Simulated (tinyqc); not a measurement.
# Inputs raised by 2 %, one at a time

Model: donor in an ellipsoidal valley (Kohn-Luttinger variational method). Computed by tinyqc, a small Python program. Command: `OMP_NUM_THREADS=1 python tinyqc.py 3029447 3029448 out.jsonl kohnlutt sens`. One thread of a shared host (Intel(R) Xeon(R) Processor @ 2.30GHz), about 0.1 s of CPU time with the checks.

H = -(d^2/dx^2 + d^2/dy^2) - gamma d^2/dz^2 - 2/r in units built on m_t, with gamma = m_t/m_l and z along the valley axis. One valley; no valley-orbit or central-cell term.

Inputs (values chosen for the exercise, modelled on silicon): transverse mass m_t = 0.188 m_0; longitudinal mass m_l = 0.897 m_0; dielectric constant eps = 11.4.

Constants: Ry = 13.605693123 eV; a_0 = 0.529177210903 angstrom.

Method:
- Ry* = Ry m_t/eps^2, a* = a_0 eps/m_t, gamma = m_t/m_l.
- Trial function exp(-sqrt((x^2 + y^2)/a^2 + z^2/b^2)) with beta = b/a < 1: E = t/a^2 - u/a, t = (2 + gamma/beta^2)/3, u = 2 arcsin(sqrt(1 - beta^2))/sqrt(1 - beta^2); the best a is 2 t/u and E(beta) = -u^2/(4 t).
- Golden-section search on beta from 0.05 to 0.999, 60 steps.
- Gaussian basis: g = P exp(-al (x^2 + y^2) - be z^2) with P = 1 (s-like), z (2p0) or x (2p+-); al = 0.004 x 2.6^k, k = 0..11, and be/al = 1, gamma^(-1/2) or 1/gamma (36 functions); 1/r = (2/sqrt(pi)) int exp(-t^2 r^2) dt by 48 Gauss-Legendre points after t = sqrt(al_i + al_j) tan(theta); overlap eigenvalues below 1e-10 are dropped.

Runs:

| input moved | from | to | 1s binding energy, trial function (meV) | 2p0 binding energy (meV) | 2p+- binding energy (meV) | radius a of the 1s trial function (angstrom) |
|---|---|---|---|---|---|---|
| base run | - | - | 30.75 | 11.30 | 6.311 | 24.04 |
| transverse mass m_t (m_0) | 0.188 | 0.19176 | 31.21 | 11.42 | 6.422 | 23.64 |
| longitudinal mass m_l (m_0) | 0.897 | 0.91494 | 30.89 | 11.40 | 6.327 | 23.97 |
| dielectric constant eps | 11.4 | 11.628 | 29.55 | 10.86 | 6.066 | 24.52 |

Exponents ln(y'/y) / ln(x'/x):

| input | 1s binding energy, trial function | 2p0 binding energy | 2p+- binding energy | radius a of the 1s trial function |
|---|---|---|---|---|
| transverse mass m_t | 0.760 | 0.535 | 0.877 | -0.843 |
| longitudinal mass m_l | 0.239 | 0.463 | 0.123 | -0.156 |
| dielectric constant eps | -2.000 | -2.000 | -2.000 | 1.000 |

Among the inputs moved here: 1s binding energy, trial function answers most in size to dielectric constant eps (exponent -2.000), next to transverse mass m_t (+0.760). Its exponent -2.000 in dielectric constant eps: energies scale as 1/eps^2 and lengths as eps. 2p0 binding energy answers most in size to dielectric constant eps (exponent -2.000), next to transverse mass m_t (+0.535). Its exponent -2.000 in dielectric constant eps: energies scale as 1/eps^2 and lengths as eps. 2p+- binding energy answers most in size to dielectric constant eps (exponent -2.000), next to transverse mass m_t (+0.877). Its exponent -2.000 in dielectric constant eps: energies scale as 1/eps^2 and lengths as eps. Radius a of the 1s trial function answers most in size to dielectric constant eps (exponent +1.000), next to transverse mass m_t (-0.843). Its exponent +1.000 in dielectric constant eps: energies scale as 1/eps^2 and lengths as eps.
